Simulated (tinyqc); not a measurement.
Undoped symmetric double-gate MOSFET, analytic potential model: two steps of the calculation.

An undoped body of thickness ts between two equal insulators and tied gates; long channel, electrons only, n = ni exp((psi - V)/Vt) with V the quasi-Fermi potential (0 at the source, Vd at the drain), constant mobility, no quantisation. Across the body psi(x) = V - 2 Vt ln[(ts/(2 beta)) sqrt(q ni/(2 eps0 eps_r Vt)) cos(2 beta x/ts)], x from the centre. Q is the electron charge per area of the whole body.

Values chosen for this exercise; material values close to those of silicon:
- T = 300 K (temperature)
- Eg = 1.12 eV (band gap)
- eps_r = 11.6 (relative permittivity of the semiconductor)
- Nc = 2.81e19 cm^-3 (conduction-band density of states at T)
- Nv = 2.61e19 cm^-3 (valence-band density of states at T)
- eox = 25.9 (relative permittivity of the gate insulator)
- tox = 6.2 nm (insulator thickness)
- ts = 6 nm (body thickness)
- dphi = -0.16 V (gate work function less that of the intrinsic body)
- mu = 590 cm^2/(V s) (channel mobility)
- L = 2 um (gate length)
- Vd = 0.8 V (drain voltage)

Constants: q = 1.602176634e-19 C, kB = 1.380649e-23 J/K, Vt = kB T/q, eps0 = 8.8541878128e-14 F/cm where lengths are in cm. Results are converted to the units shown.

Problem 1. Constants of the body. ni = sqrt(Nc Nv) exp(-Eg/(2 Vt)), Eg in volts; r = eps_r tox/(eox ts); V0 = dphi + 2 Vt ln[(2/ts) sqrt(2 eps0 eps_r Vt/(q ni))].

Find: ni; r; V0.

Solution 1.

ni = 1.059e10 cm^-3
r = 0.4628
V0 = 0.3484 V

Problem 2. Charges and drain current. beta (between 0 and pi/2) solves (Vg - V0 - V)/(2 Vt) = ln(beta) - ln(cos beta) + 2 r beta tan(beta). Q = 8 eps0 eps_r Vt beta tan(beta)/ts; I = mu (1/L)(4 eps0 eps_r/ts)(2 Vt)^2 [g(beta_s) - g(beta_d)] per width, g = beta tan(beta) - beta^2/2 + r beta^2 tan^2(beta), with beta_s at V = 0 and beta_d at V = Vd.

beta_s = 1.4407238
beta_d = 0.056409189
r = 0.46280566

Find: Qs; Qd; g(beta_s); g(beta_d); I.

Solution 2.

Qs = 3899 nC/cm^2
Qd = 1.128 nC/cm^2
g(beta_s) = 66.12
g(beta_d) = 0.001599
I = 357.0 uA/um

The term r beta^2 tan^2(beta), which gives the square law, makes up 84.9 % of g at the source.

tinyqc, about 0.01 s, one thread, Intel Xeon 2.30GHz (shared host): `OMP_NUM_THREADS=1 python tinyqc.py 2440093 2440094 out.jsonl`
